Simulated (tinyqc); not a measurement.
# Short-channel transistor, virtual-source model with series resistance: several studies

The current per gate width is the charge at the top of the source barrier (the virtual source) times its velocity times a saturation function; al and be are fitting constants of the model. Units: I in uA/um, Rs in ohm um, so I Rs = 1e-6 I Rs in volts; Q in uC/cm^2, so I = 1e-4 Q vx0 Fsat with vx0 in cm/s.

Parameters, values chosen for the exercise: temperature T = 300 K; inversion capacitance Cinv = 2.22 uF/cm^2; velocity at the virtual source vx0 = 6e6 cm/s; apparent mobility mu = 150 cm^2/(V s); channel length L = 20 nm; threshold at zero drain voltage VT0 = 0.46 V; drain-induced barrier lowering dl = 0.121 V/V; subthreshold factor n0 = 1.36; growth of n with drain voltage nd = 0 1/V; threshold shift (in units of Vt) from weak to strong inversion al = 3.5; sharpness of saturation be = 1.8; series resistance of each contact Rs = 30 ohm um.

Constants: q = 1.602176634e-19 C, kB = 1.380649e-23 J/K, Vt = kB T/q. Results are converted to the units shown.

Each table varies one quantity; the others keep the values above.

## Effect of the drain-induced barrier lowering on the on and off currents

Intrinsic voltages Vg' = Vgs - I Rs, Vd' = Vds - 2 I Rs. n = n0 + nd Vd', VT = VT0 - dl Vd', Ff = 1/(1 + exp((Vg' - VT + al Vt/2)/(al Vt))), Q = Cinv n Vt ln(1 + exp((Vg' - VT + al Vt Ff)/(n Vt))), Vdsat = (vx0 L/mu)(1 - Ff) + Vt Ff, Fsat = u/(1 + u^be)^(1/be) with u = Vd'/Vdsat, and I = Q vx0 Fsat per width. I is solved self-consistently. Ion is I at Vgs = Vds = 1.2 V, Ioff at Vgs = 0, Vds = 1.2 V, and Rlin = Vds/I at Vgs = 1.2 V, Vds = 0.05 V.

Effect of the drain-induced barrier lowering on the on and off currents:

| dl (V/V) | Ion (uA/um) | Ioff (nA/um) | log10(Ion/Ioff) | Rlin (ohm um) |
|---|---|---|---|---|
| 0 | 943.6 | 1.243 | 5.880 | 149.8 |
| 0.04 | 1002 | 4.783 | 5.321 | 149.6 |
| 0.08 | 1060 | 18.18 | 4.766 | 149.5 |
| 0.12 | 1117 | 67.74 | 4.217 | 149.3 |
| 0.16 | 1174 | 244.6 | 3.681 | 149.2 |
| 0.2 | 1231 | 840.5 | 3.166 | 149.0 |
| 0.24 | 1287 | 2682 | 2.681 | 148.9 |
| 0.28 | 1343 | 7697 | 2.242 | 148.7 |

Read the table: what changes, and by how much?

As dl goes from 0 to 0.28 V/V, Ion rises from 944 to 1340 uA/um, Ioff rises from 1.24 to 7700 nA/um and Rlin falls from 150 to 149 ohm um. Ion changes by a factor of 1.42 and Ioff by 6190. The off current depends on it through an exponential, the on current about linearly. For dl = 0.24 to 0.28 V/V the off current passes 1 uA/um, so the device is hardly off at Vgs = 0.

## Effect of the series resistance of each contact on the on and off currents

Same model as above.

Results:

| Rs (ohm um) | Ion (uA/um) | Ioff (nA/um) | log10(Ion/Ioff) | Rlin (ohm um) |
|---|---|---|---|---|
| 0 | 1174.1 | 69.983 | 4.2247 | 98.158 |
| 25 | 1127.3 | 69.979 | 4.2071 | 140.16 |
| 50 | 1084.0 | 69.975 | 4.1901 | 187.17 |
| 100 | 1006.6 | 69.966 | 4.1580 | 285.13 |
| 150 | 939.53 | 69.958 | 4.1281 | 384.48 |
| 200 | 880.76 | 69.950 | 4.1001 | 484.21 |
| 400 | 704.08 | 69.917 | 4.0030 | 883.93 |

Estimate the missing row, Rs = 300 ohm um.

Computed row:

| Rs (ohm um) | Ion (uA/um) | Ioff (nA/um) | log10(Ion/Ioff) | Rlin (ohm um) |
|---|---|---|---|---|
| 300 | 782.67 | 69.933 | 4.0489 | 684.00 |

With this row back in the table: As Rs goes from 0 to 400 ohm um, Ion falls from 1170 to 704 uA/um, Ioff stays near 70.0 nA/um and Rlin rises from 98.2 to 884 ohm um. Ion changes by a factor of 0.600 and Ioff by 0.999. The off current drops so little voltage over Rs that it changes by under 1 %.

## Effect of the velocity at the virtual source on the on and off currents

Same model as above.

Result of one run:

| vx0 (cm/s) | Ion (uA/um) | Ioff (nA/um) | log10(Ion/Ioff) | Rlin (ohm um) |
|---|---|---|---|---|
| 1e7 | 1794 | 116.6 | 4.187 | 144.8 |

What becomes of these results when the velocity at the virtual source vx0 is changed from 1e7 to 4e7 cm/s, all else the same?

Result of the changed run:

| vx0 (cm/s) | Ion (uA/um) | Ioff (nA/um) | log10(Ion/Ioff) | Rlin (ohm um) |
|---|---|---|---|---|
| 4e7 | 5123 | 465.8 | 4.041 | 142.2 |

The whole series:

| vx0 (cm/s) | Ion (uA/um) | Ioff (nA/um) | log10(Ion/Ioff) | Rlin (ohm um) |
|---|---|---|---|---|
| 5e6 | 940.5 | 58.32 | 4.208 | 152.3 |
| 7.1e6 | 1310 | 82.80 | 4.199 | 147.4 |
| 1e7 | 1794 | 116.6 | 4.187 | 144.8 |
| 1.4e7 | 2413 | 163.2 | 4.170 | 143.5 |
| 2e7 | 3234 | 233.1 | 4.142 | 142.8 |
| 2.8e7 | 4135 | 326.2 | 4.103 | 142.4 |
| 4e7 | 5123 | 465.8 | 4.041 | 142.2 |

As vx0 goes from 5e6 to 4e7 cm/s, Ion rises from 941 to 5120 uA/um, Ioff rises from 58.3 to 466 nA/um and Rlin falls from 152 to 142 ohm um. Ion changes by a factor of 5.45 and Ioff by 7.99.

tinyqc, about 0.01 s, one thread, Intel Xeon 2.30GHz (shared host): `OMP_NUM_THREADS=1 python tinyqc.py 2380125 2380126 out.jsonl`
